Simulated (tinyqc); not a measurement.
Worked calculation: Hubbard chain of 5 sites. One step of it, computed by the program tinyqc.

Problem. Mean-field iteration 2. H(up) = T + U n(down), H(down) = T + U n(up); fill the lowest levels; n(new) = n + mixing (n(out) - n); E = tr T (rho up + rho down) + U sum n_up n_down of the output.

one-body matrix (hopping and site energies) (eV):
```
,1,2,3,4,5
1,0.920000,-1.200000,0.000000,0.000000,0.000000
2,-1.200000,-0.500000,-1.200000,0.000000,0.000000
3,0.000000,-1.200000,-0.230000,-1.200000,0.000000
4,0.000000,0.000000,-1.200000,-0.460000,-1.200000
5,0.000000,0.000000,0.000000,-1.200000,0.370000
```

U = 8.200000 eV

electrons, up and down: 3  2

mixing = 1

n(up) after iteration 1: 1 0.495587, 2 0.572759, 3 0.769201, 4 0.488216, 5 0.674237

n(down) after iteration 1: 1 0.110657, 2 0.740633, 3 0.276179, 4 0.715977, 5 0.156554

Give: levels, up; levels, down; energy; n(up) after iteration 2; n(down) after iteration 2.

Solution.

levels, up (eV): 0.952  1.391  1.863  5.834  6.460

levels, down (eV): 2.495  3.225  5.475  6.274  7.231

energy = 0.955 eV

n(up) after iteration 2: 1 0.933, 2 0.125, 3 0.878, 4 0.129, 5 0.934

n(down) after iteration 2: 1 0.266, 2 0.659, 3 0.161, 4 0.797, 5 0.117
